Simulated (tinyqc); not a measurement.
## Abrupt p-n junction, non-linear Poisson equation by Newton steps: capacitance and field against bias

One dimension, p side on the left, n side on the right; net doping C = -Na for x < 0 and +Nd for x > 0. The potential psi is counted from the intrinsic level, and the quasi-Fermi potentials are flat: 0 for holes and -V for electrons, so n = ni exp((psi + V)/Vt) and p = ni exp(-psi/Vt) (Boltzmann statistics, full ionisation, no current).

The Poisson equation d/dx(eps0 eps_r dpsi/dx) = -q (p - n + C) is solved on a mesh of more than 1000 nodes that ends in neutral material (psi_p = -Vt ln(Na/ni), psi_n = Vt ln(Nd/ni) - V). C_j = q d/dV of the integral of p over x, from the linearised equation. ni = sqrt(Nc Nv) exp(-Eg/(2 Vt)), Eg in volts. Depletion approximation: Vbi = Vt ln(Na Nd/ni^2), W = sqrt(2 eps0 eps_r (Vbi - V)(1/Na + 1/Nd)/q), xp = W Nd/(Na + Nd), xn = W Na/(Na + Nd), peak field 2 (Vbi - V)/W, capacitance eps0 eps_r/W. The last column applies it to an abrupt Na-Nd junction.

Values chosen for this exercise; band and dielectric values those of a made-up semiconductor: temperature T = 300 K; band gap Eg = 1.12 eV; relative permittivity eps_r = 11.9; conduction-band density of states at T Nc = 5.36e17 cm^-3; valence-band density of states at T Nv = 8.34e18 cm^-3; acceptor density of the p side Na = 3.8e16 cm^-3; donor density of the n side Nd = 3.6e15 cm^-3.

Constants: q = 1.602176634e-19 C, kB = 1.380649e-23 J/K, Vt = kB T/q, eps0 = 8.8541878128e-14 F/cm where lengths are in cm. Results are converted to the units shown.

Capacitance and field against bias:
```
V (V)  peak |E| (kV/cm)  C_j (nF/cm^2)  1/C_j^2 (cm^4/uF^2)  eps0 eps_r/C_j (nm)  abrupt depletion C (nF/cm^2)
0                 28.41          18.65                 2876                565.1                         18.06
-0.33             33.65          15.68                 4068                672.1                         15.33
-0.67             38.35          13.74                 5294                766.6                         13.51
-1                42.43          12.42                 6483                848.4                         12.24
-1.33             46.15          11.42                 7672                922.9                         11.28
-1.67             49.70          10.60                 8897                993.9                         10.49
-2                52.91          9.957              1.009e4                 1058                         9.867
```

What does the comparison show?

With V going from 0 to -2 V, C_j falls from 18.6 to 9.96 nF/cm^2 and the peak field rises from 28.4 to 52.9 kV/cm. The slope of 1/C_j^2, read as N = 2/(q eps0 eps_r |slope|), gives 3.28e15 cm^-3 between the first two rows and 3.29e15 cm^-3 between the last two, against Na Nd/(Na + Nd) = 3.29e15 cm^-3; the slopes of all rows agree within 0.3 %, as for uniform doping at both edges. At the end C_j goes as (Vbi - V)^(-0.51) with Vbi = 0.851 V, and it is 0.92 % above the abrupt depletion formula (at the first row 3.3 % above it).

Computed by the program tinyqc: `OMP_NUM_THREADS=1 python tinyqc.py 2000136 2000137 out.jsonl`, one thread of a shared Intel Xeon 2.30GHz, about 0.03 s for the whole run.
